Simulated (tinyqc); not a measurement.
Schottky diode by the thermionic emission-diffusion theory: one step of the calculation.

Metal on an n-type semiconductor with one parabolic valley; V > 0 is forward bias (metal positive). The band bends as a parabola over the depletion layer, by Vd = Vbi - V; no image force. Carriers drift and diffuse up to the interface and leave it with the velocity vR.

Problem. Emission velocity. A* = 4 pi q me m0 kB^2/h^3 (times 1e-4 for A/(cm^2 K^2)); Nc = 2 (2 pi me m0 kB T/h^2)^1.5 (times 1e-6 for cm^-3); Vbi = phi - Vt ln(Nc/Nd); vR = A* T^2/(q Nc).

Values chosen for this exercise; band and dielectric values those of a made-up semiconductor: temperature T = 400 K; electron mass me = 0.118 m0; barrier height seen from the metal phi = 1 eV; donor density Nd = 1e15 cm^-3.

Constants: q = 1.602176634e-19 C, kB = 1.380649e-23 J/K, h = 6.62607015e-34 J s, m0 = 9.1093837015e-31 kg, Vt = kB T/q. Results are converted to the units shown.

Give: A*; Nc; Vbi; vR.

Solution.

A* = 14.18 A/(cm^2 K^2)
Nc = 1.566e18 cm^-3
Vbi = 0.7464 V
vR = 9.043e6 cm/s

vR equals sqrt(kB T/(2 pi me m0)).

tinyqc, about 0.01 s, one thread, Intel Xeon 2.30GHz (shared host): `OMP_NUM_THREADS=1 python tinyqc.py 2640168 2640169 out.jsonl`
